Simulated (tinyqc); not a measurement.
Leakage through a gate insulator: direct, Fowler-Nordheim, trap-assisted and Poole-Frenkel currents: one step, computed by the program tinyqc. Command: `OMP_NUM_THREADS=1 python tinyqc.py 3000287 3000288 out.jsonl oxideleak walk`. One thread of a shared host (Intel(R) Xeon(R) Processor @ 2.30GHz), about 0.01 s of CPU time with the checks.

Electrons enter from the cathode Fermi level at x = 0; the conduction band of the insulator lies phi_b - e F x above it, F = V/t. WKB exponents use a parabolic band with mass m.

Problem. Poole-Frenkel bound. Poole-Frenkel emission over the lowered barrier of a charged trap: lowering sqrt(e F/(pi eps_opt eps_0)); J_PF = e N_t^(2/3) nu_0 exp(-(phi_t - lowering)/k_B T), one sheet of traps emitting with supply unlimited (an upper bound).

Inputs (values chosen for the exercise, with an insulator like Si3N4):

| quantity | value | unit |
|---|---|---|
| thickness t | 2 | nm |
| optical constant eps_opt | 4.06 | - |
| voltage across the insulator V | 0.68 | V |
| trap depth phi_t | 1.7 | eV |
| trap density N_t | 4e+18 | cm^-3 |
| attempt rate nu_0 | 1e+13 | 1/s |
| temperature T | 200 | K |

Constants: e = 1.602176634e-19 C; eps_0 = 8.8541878128e-12 F/m; k_B = 8.617333262e-05 eV/K.

Give: barrier lowering; Poole-Frenkel bound J_PF.

Solution.

barrier lowering = 0.6945 eV

Poole-Frenkel bound J_PF = 1.858e-19 A/cm^2

Caution: the film is too thin for the Poole-Frenkel picture (the lowering is a large part of the whole drop, or the traps are further apart than the film is thick), so J_PF is only nominal.
